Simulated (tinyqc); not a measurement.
## One level coupled to a phonon between two leads, self-consistent Born approximation: effect of the level position

Wide-band leads with mu_L = +V/2 and mu_R = -V/2; phonons in equilibrium, Nq = 1/(exp(w0/kB T) - 1). Scattering links only energies that differ by w0, so a ladder E_k = E1 + k w0 closes on itself; terms that reach past its ends are dropped. Gn and Gp are the electron and hole parts of the spectral function A = Gn + Gp.

|G|^2 = 1/[(E - ed)^2 + (GL + GR + Sin + Sout)^2/4], Gn = |G|^2 (GL fL + GR fR + Sin), Gp = |G|^2 (GL (1 - fL) + GR (1 - fR) + Sout), f = 1/(1 + exp((E - mu)/kB T)). Sin(E) = M^2 [(Nq + 1) Gn(E + w0) + Nq Gn(E - w0)], Sout(E) = M^2 [(Nq + 1) Gp(E - w0) + Nq Gp(E + w0)]. Spectral currents into the level: iL = GL [fL Gp - (1 - fL) Gn], iR = GR [fR Gp - (1 - fR) Gn]. Here E - ed is replaced by E - ed - R(E), with the real part R(E) = (1/2 pi) P int [Sin + Sout](y) dy/(E - y). The total for one spin is I = (q/h) times the integral of iL over all E (all ladders, each long enough that its ends do not matter); the power given to phonons is (1/h) times the integral of E (iL + iR).

Values chosen for this exercise:
```
symbol  value  unit                           meaning
T         300     K  temperature of leads and phonons
w0         25   meV                     phonon energy
GL         18   meV         coupling to the left lead
GR        3.5   meV        coupling to the right lead
M         4.6   meV    electron-phonon matrix element
V          80    mV                              bias
```

Constants: q = 1.602176634e-19 C, kB = 1.380649e-23 J/K, h = 6.62607015e-34 J s, Vt = kB T/q. Results are converted to the units shown.

Results:
```
ed (meV)	I (uA)	I without phonons (uA)	ratio of the two	power to phonons (nW)	share of I V (%)
0	0.3876	0.3907	0.9921	0.2275	0.7335
13	0.3760	0.3789	0.9924	0.2137	0.7106
26	0.3434	0.3454	0.9940	0.1779	0.6475
51	0.2448	0.2447	1.000	0.08951	0.4570
64	0.1903	0.1895	1.005	0.05326	0.3498
77	0.1421	0.1409	1.009	0.02878	0.2532
90	0.1030	0.1018	1.012	0.01436	0.1742
102	0.07535	0.07427	1.015	0.007171	0.1190
```

Estimate the missing row, ed = 38 meV.

Computed row:
```
ed (meV)	I (uA)	I without phonons (uA)	ratio of the two	power to phonons (nW)	share of I V (%)
38	0.2996	0.3006	0.9965	0.1350	0.5631
```

With this row back in the table: I falls from 0.388 to 0.0754 uA as the level leaves the window |E| < 40 meV; the ratio to the current without phonons rises from 0.992 to 1.01. The power to phonons falls from 0.227 to 0.00717 nW.

Range of the model: The self-consistent Born approximation keeps only non-crossing phonon lines and no Hartree shift; it is rough once the coupling nears the phonon energy.

Computed by the program tinyqc: `OMP_NUM_THREADS=1 python tinyqc.py 2720018 2720019 out.jsonl`, one thread of a shared Intel Xeon 2.30GHz, about 0.08 s for the whole run.
